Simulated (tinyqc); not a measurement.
Worked calculation: Hubbard chain of 4 sites. Computed by tinyqc, a small Python program that keeps every step. Settings: hopping = 1.57, U = 6.3, mixing = 0.2, iteration cap = 76. Command: `OMP_NUM_THREADS=1 python tinyqc.py 27128 27129 out.jsonl` (the two numbers bound the seeds that draw the settings). One thread of a shared host (Intel(R) Xeon(R) Processor @ 2.60GHz), about 0.2 s of CPU time with the checks. Later iterations appear only in the table of the cycle.

## Mean-field iteration 1

one-body matrix (hopping and site energies) (eV), lower triangle:
```
           1          2          3         4
1   0.000000
2  -1.570000   0.000000
3   0.000000  -1.570000   0.000000
4   0.000000   0.000000  -1.570000  0.000000
```

U = 6.300000 eV

electrons, up and down: 2  2

mixing = 0.200000

n(up) at the start (a guess, not normalised): 1 0.550000, 2 0.450000, 3 0.550000, 4 0.450000

n(down) at the start (a guess): 1 0.450000, 2 0.550000, 3 0.450000, 4 0.550000

H(up) = T + U n(down), H(down) = T + U n(up); fill the lowest levels; n(new) = n + mixing (n(out) - n); E = tr T (rho up + rho down) + U sum n_up n_down of the output.

levels, up (eV): 0.590231  2.129837  4.170163  5.709769

levels, down (eV): 0.590231  2.129837  4.170163  5.709769

energy = -0.892379 eV

n(up) after iteration 1: 1 0.565744, 2 0.442561, 3 0.557439, 4 0.434256

n(down) after iteration 1: 1 0.434256, 2 0.557439, 3 0.442561, 4 0.565744

## Mean-field iteration 2

As before.

levels, up (eV): 0.581606  2.100929  4.199071  5.718394

levels, down (eV): 0.581606  2.100929  4.199071  5.718394

energy = -0.975699 eV

n(up) after iteration 2: 1 0.584227, 2 0.432934, 3 0.567066, 4 0.415773

n(down) after iteration 2: 1 0.415773, 2 0.567066, 3 0.432934, 4 0.584227

## Convergence

Each step fills the lowest levels of T + U n(other spin) and sets n(new) = n + mixing (n(out) - n); stop when output and input agree to 1e-8.

Course of the cycle:
```
iteration       E (eV)  largest |n(out) - n(in)|  mean |n_up - n_down|
1          -0.89237897                  7.87e-02              0.215916
2          -0.97569931                  9.24e-02              0.263731
3          -1.08514115                  1.06e-01              0.317003
4          -1.21784139                  1.19e-01              0.373413
5          -1.36486507                  1.28e-01              0.429924
6          -1.51370621                  1.32e-01              0.483613
7          -1.65284030                  1.32e-01              0.532425
8          -1.77497432                  1.28e-01              0.575422
9          -1.87742334                  1.21e-01              0.612544
10         -1.96071058                  1.11e-01              0.644225
11         -2.02697747                  1.01e-01              0.671097
...                ...                       ...                   ...
66         -2.24540905                  5.55e-05              0.820969
67         -2.24540906                  4.79e-05              0.820974
68         -2.24540906                  4.14e-05              0.820978
69         -2.24540907                  3.57e-05              0.820982
70         -2.24540907                  3.08e-05              0.820985
71         -2.24540907                  2.66e-05              0.820988
72         -2.24540907                  2.30e-05              0.820991
73         -2.24540907                  1.98e-05              0.820993
74         -2.24540907                  1.71e-05              0.820995
75         -2.24540907                  1.48e-05              0.820996
76         -2.24540907                  1.28e-05              0.820998
```

Not converged within 76 iterations: the residual falls steadily but slowly, by a factor of about 0.86 a step. The lowest mean-field energy found from random starts is -2.24541 eV. Reruns (cap 100 unless said): mixing 0.5: converged in 46 (E = -2.24541); mixing 0.9: converged in 22 (E = -2.24541); the original settings with a cap of 400: converged in 125 (E = -2.24541).

## Exact diagonalisation (36 states)

Lowest levels of the sector, and the double occupancy of the lowest state.

lowest levels (eV): -3.059659  -2.213315  -1.346230  -0.932176  -0.431196  0.000000

double occupancy per site = 0.084585

## The lowest level by Lanczos steps

From a random start vector (not printed): a_j = <q_j|H|q_j>, b_j = norm of the remainder after orthogonalising; the Ritz value is the lowest eigenvalue of the tridiagonal matrix of a and b so far.

Lanczos:
```
j   a_j (eV)  b_j (eV)  lowest Ritz value (eV)
1   4.204633  4.932061              4.20463325
2   5.452256  5.789339             -0.14291040
3   6.558171  3.584640             -2.18655858
4   4.574664  4.388227             -2.63142765
5   6.417670  5.669766             -2.82285323
6   6.949061  3.608863             -2.98119184
7   7.313550  3.840813             -3.02354128
8   3.702944  4.862657             -3.03857503
9   7.754366  4.712797             -3.05017382
10  8.282430  3.985741             -3.05558770
```
